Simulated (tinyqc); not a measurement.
Deformation-potential model of the X valleys of a conduction band: one step. Effective density of states. Two cases, with inputs chosen for the exercise.

Question. Each of the 3 whole valleys has m_d = (ml mt^2)^(1/3) and N = 2 (m_d kT/(4 pi c))^(3/2), c = hbar^2/2m0. Counted from the lowest edge, Nc = N x sum_i exp(-(dE_i - dE_min)/kT). 1 angstrom^-3 = 1e24 cm^-3.

Constants: kB = 8.617333262e-05 eV/K; hbar^2/2m0 = 3.80998211 eV angstrom^2.

Give: m_d; N of one valley; Nc under stress; Nc without stress.

Case 1.

Values chosen (out of a larger set: near those of GaP; not measured data): ml = 1.936 m0 (longitudinal mass); mt = 0.241 m0 (transverse mass); T = 300 K (temperature).

shifts dE (meV): x -20.2657, y -20.2657, z -20.2657

Answer.

m_d = 0.4827 m0
N of one valley = 8.415e+18 cm^-3
Nc under stress = 2.524e+19 cm^-3
Nc without stress = 2.524e+19 cm^-3

Case 2.

Values chosen (out of a larger set: near those of AlAs; not measured data): ml = 1.115 m0 (longitudinal mass); mt = 0.206 m0 (transverse mass); T = 300 K (temperature).

shifts dE (meV): x 31.4664, y 31.4664, z -14.2299

Answer.

m_d = 0.3617 m0
N of one valley = 5.459e+18 cm^-3
Nc under stress = 7.323e+18 cm^-3
Nc without stress = 1.638e+19 cm^-3

Computed by tinyqc, one run a case: `OMP_NUM_THREADS=1 python tinyqc.py N N+1 out.jsonl` with N = 1080158, 1080779; one thread of a shared Intel(R) Xeon(R) Processor @ 2.30GHz, about 0.04 s a run at most.
